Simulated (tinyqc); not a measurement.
p-n diode with diffusion and depletion-layer recombination: one step of the calculation.

Abrupt junction in the depletion approximation, low injection, full ionisation, neutral widths fixed, ohmic contact on the p side. Vj is the junction voltage; where a series resistance Rs is given, V = Vj + J Rs is the terminal voltage.

Task. Diffusion lengths and saturation currents. ni = sqrt(Nc Nv) exp(-Eg/(2 Vt)), Eg in volts; D = mu Vt; Ln = sqrt(Dn tn), Lp = sqrt(Dp tp); J0n = q ni^2 Dn coth(wp/Ln)/(Ln Na); J0p = (q ni^2 Dp/(Lp Nd)) (s + tanh(wn/Lp))/(1 + s tanh(wn/Lp)), s = Sp Lp/Dp.

Values chosen for this exercise; band and dielectric values those of a made-up semiconductor:
```
symbol    value        unit                                  meaning
T           300           K                              temperature
Eg         4.02          eV                                 band gap
Nc      2.17e18       cm^-3   conduction-band density of states at T
Nv       4.2e19       cm^-3      valence-band density of states at T
Na       3.6e17       cm^-3                         acceptor density
Nd         5e16       cm^-3                            donor density
mun         290  cm^2/(V s)          electron mobility in the p side
mup          21  cm^2/(V s)              hole mobility in the n side
tn         2e-7           s                        electron lifetime
tp         3e-6           s                            hole lifetime
wp         0.59          um              neutral width of the p side
wn          180          um              neutral width of the n side
Sp          500        cm/s  recombination velocity at the n contact
```

Constants: q = 1.602176634e-19 C, kB = 1.380649e-23 J/K, Vt = kB T/q. Results are converted to the units shown.

Find: ni; Ln; Lp; J0n; J0p.

Result.

ni = 1.6343e-15 cm^-3
Ln = 12.245 um
Lp = 12.762 um
J0n = 1.5117e-61 A/cm^2
J0p = 3.6410e-63 A/cm^2

wp/Ln = 0.048 and wn/Lp = 14; electrons carry 97.6 % of the diffusion current.

Numbers from tinyqc (`OMP_NUM_THREADS=1 python tinyqc.py 2260070 2260071 out.jsonl`; about 0.01 s on one thread of a shared Intel Xeon 2.30GHz).
